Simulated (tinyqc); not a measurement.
# Worked calculation: phase-change memory cell, resistance drift and retention

Program tinyqc, `OMP_NUM_THREADS=1 python tinyqc.py 2880104 2880105 out.jsonl`; Intel Xeon 2.30GHz, shared host, one thread, about 0.01 s. Printed values are rounded.

The amorphous state follows Ra = R0 (t/t0)^nu exp[(q Ec/kB)(1/T - 1/(300 K))], with nu taken as independent of T. An intermediate level follows the logarithmic mixing rule ln R = (1 - fa) ln Rc + fa ln Ra with constant Rc. The time to lose the data by crystallisation is tr = tx exp[(q Ex/kB)(1/T - 1/Tx)]; 1 year = 3.15576e7 s. These are empirical laws.

Parameters, values chosen for the exercise; values of the order found in chalcogenide phase-change cells:
```
symbol,value,unit,meaning
R0,2.3,Mohm,resistance of the amorphous state at t0 and 300 K
t0,0.001,s,reference time
nu,0.124,,drift exponent
Ec,0.27,eV,activation energy of conduction
Ex,2.6,eV,activation energy of crystallisation
Tx,423,K,temperature of a bake
tx,47,s,time to crystallise in that bake
T,358,K,operating temperature
t,1e6,s,time of the read
fa,0.61,,amorphous share of an intermediate level
Rc,29,kohm,resistance of the crystalline state
```

Constants: q = 1.602176634e-19 C, kB = 1.380649e-23 J/K. Results are converted to the units shown.

## Resistances at the read

Ra and the intermediate level as above; its effective drift exponent is fa nu.

drift factor = 13.0617
temperature factor = 0.184141
Ra = 5.53194 Mohm
intermediate level = 0.713659 Mohm
effective exponent = 0.07564

Against R0 the resistance has risen by a factor of 2.41.

## Retention

tr at T; the ten-year temperature solves tr = 10 years: 1/T10 = 1/Tx + (kB/(q Ex)) ln(10 years/tx).

tr = 0.627155 years
T10 = 346.611 K
loss of tr per kelvin, q Ex/(kB T^2) = 23.5415 %/K

T lies 11.4 K above T10, so ten years are missed.
